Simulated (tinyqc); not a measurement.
Heisenberg spin cluster by exact diagonalisation: multiplets, susceptibility, level crossings: one step, computed by the program tinyqc.

H = J1 sum S_i.S_j over the bonds 1-2 - g mu_B B S_z; J > 0 is antiferromagnetic.

Question. Multiplets. Every multiplet has one member in the block S_z = 0; diagonalise it and read the total spin from <S^2> = S (S + 1).

Inputs (values chosen for the exercise, for a model cluster): exchange J1 = -9.13 meV.

Cluster: dimer. Spin s of each site: 0.5.

Give: Levels at B = 0; ground energy; gap to the next level.

Answer.

Levels at B = 0:

| E (meV) | total S | number of multiplets |
|---|---|---|
| -2.2825 | 1 | 1 |
| 6.8475 | 0 | 1 |

ground energy = -2.2825 meV

gap to the next level = 9.13 meV

The ground state has S = 1; the next level has S = 0. The highest spin, S = 1, lies at -2.283 meV, s^2 times the sum of all J, s the spin of a site.
